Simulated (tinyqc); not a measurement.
Strength of the heavy-light coupling: shallow acceptor in the spherical four-band model.

The ground state 1S3/2 has an L = 0 part f(r) and an L = 2 part g(r). In units of Ry* and a*, with Gaussians f_i = exp(-a_i r^2), g_i = r^2 exp(-a_i r^2), A = a_i + a_j and I(n) = Gamma((n + 1)/2)/(2 A^((n + 1)/2)): S_ff = I(2), S_gg = I(6), H_ff = (6 a_i a_j/A) I(2) - 2 I(1), H_gg = (14 a_i a_j/A) I(6) - 2 I(5), H_fg = -mu [15 I(2) - 20 a_j I(4) + 4 a_j^2 I(6)]; each function is then normalised. The split-off band is left out.

Converged values use 22 exponents 2.2^i, i = -7 to 14, for f and for g.

Values chosen for the exercise (out of a larger set: near those of a shallow acceptor in GaAs; not measured data): mus = (0.09, 0.25, 0.43, 0.68, 0.7, 0.81, 0.91) (couplings).

Ry* = 11.9143 meV

Converged values in Ry* and a*; the heavy-mass hydrogen model gives 1/(1 - mu).

Results:

| mu | binding (Ry*) | 1/(1 - mu) | ratio | L = 2 weight | <r> (a*) | binding (meV) |
|---|---|---|---|---|---|---|
| 0.09 | 1.007 | 1.099 | 0.917 | 0.003 | 1.491 | 12.0 |
| 0.25 | 1.060 | 1.333 | 0.795 | 0.027 | 1.428 | 12.6 |
| 0.43 | 1.203 | 1.754 | 0.686 | 0.080 | 1.282 | 14.3 |
| 0.68 | 1.768 | 3.125 | 0.566 | 0.210 | 0.913 | 21.1 |
| 0.70 | 1.857 | 3.333 | 0.557 | 0.223 | 0.874 | 22.1 |
| 0.81 | 2.695 | 5.263 | 0.512 | 0.307 | 0.621 | 32.1 |
| 0.91 | 5.255 | 11.111 | 0.473 | 0.398 | 0.331 | 62.6 |

How do the results move, and what explains it?

The binding starts as 1 + O(mu^2), 1.007 at mu = 0.09, since the coupling enters in second order, and reaches 5.25 at mu = 0.91. The ratio to the heavy-mass model falls from 0.92 to 0.47, towards about 0.44 as mu goes to 1: the bound hole is only partly heavy. The L = 2 weight grows to 0.40 and the radius shrinks by a factor 4.5.

(tinyqc, `OMP_NUM_THREADS=1 python tinyqc.py 1252732 1252733 out.jsonl`, Intel(R) Xeon(R) Processor @ 2.30GHz, 1 thread, shared host, about 0.06 s.)
